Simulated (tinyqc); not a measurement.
From results back to parameters: deformation-potential model of the Delta valleys of a conduction band. Three cases, with inputs chosen for the exercise.

Problem. An ellipsoidal valley with ml > mt has the density-of-states mass m_d = (ml mt^2)^(1/3) and, averaged over equivalent valleys, the conductivity mass m_c = 3/(1/ml + 2/mt).

Case 1.

m_d = 0.3271504 m0
m_c = 0.2625470 m0

Case 2.

m_d = 0.3182513 m0
m_c = 0.2556501 m0

Case 3.

m_d = 0.3246886 m0
m_c = 0.2658144 m0

Find: K = ml/mt; mt; ml.

Solution. With K = ml/mt, m_d/m_c = K^(1/3) (2 + 1/K)/3, which rises steadily for K > 1 and so fixes K; then mt = m_d K^(-1/3) and ml = K mt.

Case 1.

K = ml/mt = 4.870
mt = 0.193 m0
ml = 0.940 m0

Case 2.

K = ml/mt = 4.851
mt = 0.188 m0
ml = 0.912 m0

Case 3.

K = ml/mt = 4.477
mt = 0.197 m0
ml = 0.882 m0

Computed by tinyqc, one run a case: `OMP_NUM_THREADS=1 python tinyqc.py N N+1 out.jsonl` with N = 1080585, 1080609, 1080621; one thread of a shared Intel(R) Xeon(R) Processor @ 2.30GHz, about 0.04 s a run at most.
